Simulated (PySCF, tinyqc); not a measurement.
RKS/BLYP in the sto-6g basis, for H3+, spin multiplicity 1, step by step. The lowest restricted solution is unstable here: a spin-polarised one lies 0.0004 hartree lower (PySCF). One step of it, computed by the program tinyqc.

Question. Iteration 1: diagonalisation and new density. Diagonalise F' = X^T F X, C = X C', fill 1 alpha and 1 beta electrons from the bottom; D = 2 C_occ C_occ^T. Each column has its largest component positive (the first on a tie).

Kohn-Sham matrix F (hartree), lower triangle:
```
           1H 1s      2H 1s      3H 1s
1H 1s  -0.500365
2H 1s  -0.313106  -0.565880
3H 1s  -0.313276  -0.053322  -0.567181
```

X, lower triangle:
```
           1H 1s     2H 1s     3H 1s
1H 1s   1.102166
2H 1s  -0.194032  1.049976
3H 1s  -0.193966  0.024295  1.049942
```

Give: F' = X^T F X; orbital energies; coefficients C; D after iteration 1.

Answer.

F' = X^T F X (hartree), lower triangle:
```
         1        2        3
1  -0.3866
2  -0.1582  -0.5152
3  -0.1582   0.0240  -0.5166
```

orbital energies (hartree): MO1 -0.6691, MO2 -0.5399, MO3 -0.2094

coefficients C:
```
          MO1      MO2      MO3
1H 1s  0.4692   0.0032   1.0343
2H 1s  0.4720   0.7264  -0.6247
3H 1s  0.4780  -0.7241  -0.6227
```

D after iteration 1, lower triangle:
```
        1H 1s   2H 1s   3H 1s
1H 1s  0.4404
2H 1s  0.4430  0.4456
3H 1s  0.4486  0.4512  0.4569
```
